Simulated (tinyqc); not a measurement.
Geometry optimisation on the RHF/sto-6g surface (energies and gradients from PySCF), for BeH2, spin multiplicity 1, step by step. Computed by tinyqc, a small Python program that keeps every step (integrals from PySCF). Settings: charge = 0, multiplicity = 1, basis = sto-6g, optimiser = bfgs, first Hessian = 1.0, largest step = 0.5, iteration cap = 30. Command: `OMP_NUM_THREADS=1 python tinyqc.py 29458 29459 out.jsonl` (the two numbers bound the seeds that draw the settings). One thread of a shared host (Intel(R) Xeon(R) Processor @ 2.60GHz), about 2 s of CPU time with the checks.

## Step 1: energy and gradient

positions at the start (bohr), order 1Be, 2H, 3H:
```
[[0.017008, -0.011338, -0.039684],
 [0.062361, 2.632388, 0.075589],
 [0.015118, -2.590815, 0.037795]]
```

Self-consistent energy and analytic gradient at these positions.

energy = -15.71826385 hartree

gradient (hartree/bohr), order 1Be, 2H, 3H:
```
[[-0.00147611, -0.01107146, -0.00625001],
 [0.00110971, 0.04253685, 0.00355859],
 [0.00036640, -0.03146539, 0.00269142]]
```

## Step 1: move

Quasi-Newton step p = -H^(-1) g (first H = 1 times the unit matrix); steps longer than 0.5 bohr are cut back.

positions after step 1 (bohr), order 1Be, 2H, 3H:
```
[[0.018484, -0.000267, -0.033434],
 [0.061251, 2.589852, 0.072030],
 [0.014751, -2.559349, 0.035103]]
```

## Step 2: energy and gradient

As before.

energy = -15.72097406 hartree

gradient (hartree/bohr), order 1Be, 2H, 3H:
```
[[-0.00123540, -0.00586290, -0.00534424],
 [0.00091398, 0.03369124, 0.00297567],
 [0.00032142, -0.02782834, 0.00236857]]
```

## Step 2: move

inverse Hessian in use (bohr^2/hartree):
```
[[1.003474, 0.017048, 0.015010, -0.002573, -0.095061, -0.008369, -0.000901, 0.078013, -0.006642],
 [0.017048, 1.060294, 0.074436, -0.012523, -0.453370, -0.041048, -0.004525, 0.393075, -0.033389],
 [0.015010, 0.074436, 1.064827, -0.011119, -0.411150, -0.036157, -0.003891, 0.336713, -0.028669],
 [-0.002573, -0.012523, -0.011119, 1.001905, 0.070338, 0.006197, 0.000668, -0.057815, 0.004922],
 [-0.095061, -0.453370, -0.411150, 0.070338, 3.593703, 0.228971, 0.024723, -2.140333, 0.182179],
 [-0.008369, -0.041048, -0.036157, 0.006197, 0.228971, 1.020158, 0.002172, -0.187923, 0.015999],
 [-0.000901, -0.004525, -0.003891, 0.000668, 0.024723, 0.002172, 1.000233, -0.020198, 0.001720],
 [0.078013, 0.393075, 0.336713, -0.057815, -2.140333, -0.187923, -0.020198, 2.747258, -0.148790],
 [-0.006642, -0.033389, -0.028669, 0.004922, 0.182179, 0.015999, 0.001720, -0.148790, 1.012670]]
```

Quasi-Newton step p = -H^(-1) g (the inverse Hessian comes from BFGS updates; coordinates in the order x, y, z of each atom); steps longer than 0.5 bohr are cut back.

positions after step 2 (bohr), order 1Be, 2H, 3H:
```
[[0.025320, 0.032796, -0.003879],
 [0.056191, 2.403056, 0.055562],
 [0.012975, -2.405616, 0.022016]]
```

## Convergence

Stop when the largest gradient component is below 3e-5 hartree/bohr. The inverse Hessian follows the BFGS update with s = step, y = change of gradient.

Course of the optimisation:
```
step   E (hartree)  largest gradient (hartree/bohr)
1     -15.71826385                         4.25e-02
2     -15.72097406                         3.37e-02
3     -15.72557291                         1.71e-02
4     -15.72594681                         3.27e-03
5     -15.72597554                         1.83e-03
6     -15.72598471                         1.59e-03
7     -15.72599360                         1.32e-03
8     -15.72600898                         1.56e-03
9     -15.72601573                         8.50e-04
10    -15.72601707                         1.73e-04
11    -15.72601715                         1.02e-05
```

Final distances (angstrom):
```
pair    distance
2H-1Be  1.284159
3H-1Be  1.284145
3H-2H   2.568304
```

Converged in 11 steps.
